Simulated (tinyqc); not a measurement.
Comparisons within one model: short-period [001] superlattice in sp3s* tight binding. A value that a table varies takes the place of the one given here.

Planes alternate anion, cation along [001], a/4 apart; at zero in-plane momentum s, pz, s* form one block. All levels of A are shifted so that its Ev (lower root of [[Epa, Vxx], [Vxx, Epc]]) is 0, and those of B so that its Ev is -dEv. A monolayer is an anion plane and the cation plane above it; an anion between unlike cations takes the mean of the two anion levels; each bond takes the couplings of its cation. Block from an anion to the cation above: U with Vss/2 (s,s), Vsapc/2 (s,z), -Vscpa/2 (z,s), Vxx/2 (z,z), Vxapc/2 (s*,z), -Vpaxc/2 (z,s*); to the cation below: the same with the s-z and s*-z signs reversed. The cell of n + m monolayers is closed with the phase exp(2 pi i q). No spin-orbit coupling. In this block 2 (n + m) levels are filled.

For the two lowest empty levels at q = 0: energy, share of the cation weight on A, and Gamma character, the share of the cation amplitudes with Fourier index |j|/(n + m) < 1/4 along the stack (near 1: Gamma-like, near 0: folded from X).

Values chosen for the exercise (A near a published set for GaAs, B for AlAs; shifted at random, so the results belong to these values and not to a real crystal): pA = (-8.356, 1.04, -2.649, 3.66, 8.584, 6.72, -6.433, 1.95, 5.086, 4.489, 5.795, 4.84, 4.822) eV (order Esa, Epa, Esc, Epc, Exa, Exc, Vss, Vxx, Vxy, Vsapc, Vscpa, Vxapc, Vpaxc); pB = (-7.532, 0.982, -1.166, 3.585, 7.475, 6.728, -6.676, 1.876, 4.29, 5.102, 5.483, 4.524, 4.991) eV (the same for B); dEv = 0.51 eV (valence offset: Ev(B) lies this far below Ev(A)); a = 5.649 angstrom (lattice constant, taken common; strain is left out); nw = 19 (monolayers of A); n2 = 7 (monolayers of A); m2 = 8 (monolayers of B).

## Equal layers of growing thickness

n = m.

Lowest empty levels:

| n = m | layer (angstrom) | E1 (eV) | on A | Gamma | E2 (eV) | on A | Gamma |
|---|---|---|---|---|---|---|---|
| 2 | 5.6 | 1.8823 | 0.43 | 0.05 | 1.9492 | 0.68 | 0.88 |
| 3 | 8.5 | 1.8509 | 0.18 | 0.00 | 1.9117 | 0.75 | 0.95 |
| 4 | 11.3 | 1.8112 | 0.15 | 0.07 | 1.8833 | 0.75 | 0.94 |
| 6 | 16.9 | 1.7760 | 0.17 | 0.15 | 1.8058 | 0.78 | 0.89 |
| 8 | 22.6 | 1.7382 | 0.91 | 0.97 | 1.7692 | 0.03 | 0.03 |
| 10 | 28.2 | 1.6934 | 0.95 | 0.99 | 1.7648 | 0.00 | 0.00 |
| 12 | 33.9 | 1.6609 | 0.97 | 1.00 | 1.7615 | 0.01 | 0.00 |
| 14 | 39.5 | 1.6372 | 0.98 | 1.00 | 1.7576 | 0.00 | 0.00 |
| 18 | 50.8 | 1.6059 | 0.99 | 1.00 | 1.7549 | 0.00 | 0.00 |

How do the results move?

At zero in-plane momentum (the in-plane X valleys are left out) the lowest level is X-like for n = 2, 3, 4 and 6 and Gamma-like for the others (a Gamma weight between about 0.35 and 0.65 marks an even mixture, at the crossover). Thin layers push the light Gamma electron up past the heavy X electron, whose share on A runs from 0.15 to 0.43, so for n = 3, 4 and 6 it lies apart from the holes in A (type II); the crossover lies between n = 6 and 8. The crossover moves with dEv and with the electron mass, which this model makes too heavy, so it comes at thinner layers than in the real system. At n = 18 the lowest level lies 0.072 eV above the lowest bulk edge of the two crystals, with 99 % of its cation weight on A.

## Miniband width against barrier thickness

nw monolayers of A and m of B; lowest empty level at q = 0 and q = 1/2. The decay constant is ln(width(4)/width(6)) over two monolayers, each a/2 thick.

Lowest miniband:

| m | E(q = 0) (eV) | E(q = 1/2) (eV) | width (meV) | Gamma character |
|---|---|---|---|---|
| 1 | 1.5649 | 1.6239 | 59.072 | 0.99 |
| 2 | 1.5814 | 1.6154 | 34.037 | 1.00 |
| 3 | 1.5897 | 1.6096 | 19.924 | 1.00 |
| 4 | 1.5942 | 1.6060 | 11.774 | 1.00 |
| 5 | 1.5968 | 1.6037 | 6.869 | 1.00 |
| 6 | 1.5983 | 1.6023 | 4.070 | 1.00 |
| 8 | 1.5996 | 1.6010 | 1.403 | 1.00 |

decay constant = 0.1881 1/angstrom

How do the results move?

The width falls from 59.1 to 1.40 meV, as exp(-kappa d) with kappa = 0.188 1/angstrom, which stands for the decay constant of the barrier at this energy: each monolayer costs a factor 1.70. The level at q = 0 rises by 35 meV towards that of a single well.

## What each change does

A cell with n = n2 and m = m2. Each row changes one parameter from the base and keeps the others.

Results:

| case | E1 (eV) | A share 1 | Gamma 1 | E2 (eV) | A share 2 | Gamma 2 |
|---|---|---|---|---|---|---|
| base | 1.7639 | 0.43 | 0.44 | 1.7753 | 0.59 | 0.65 |
| n2 = 9 | 1.7129 | 0.94 | 0.99 | 1.7688 | 0.01 | 0.01 |
| m2 = 10 | 1.7639 | 0.11 | 0.11 | 1.7709 | 0.01 | 0.00 |
| dEv = 0.61 eV | 1.6687 | 0.01 | 0.00 | 1.6953 | 0.03 | 0.00 |

What can be read from the table?

The largest shifts from the base row, up to three for each result and ties (the steps differ in size, so this ranks the rows, not the parameters). E1 (eV): dEv -0.0952, n2 -0.0511; unchanged at the printed digits by m2. A share 1: n2 +0.51, dEv -0.42, m2 -0.32. Gamma 1: n2 +0.55, dEv -0.44, m2 -0.33. E2 (eV): dEv -0.0800, n2 -0.0065, m2 -0.0044. A share 2: n2 -0.58, m2 -0.58, dEv -0.57. Gamma 2: dEv -0.65, m2 -0.65, n2 -0.64.

Run: tinyqc, `OMP_NUM_THREADS=1 python tinyqc.py 1452690 1452691 out.jsonl`; Intel(R) Xeon(R) Processor @ 2.30GHz, one thread, shared host; about 0.6 s of CPU time with all checks.
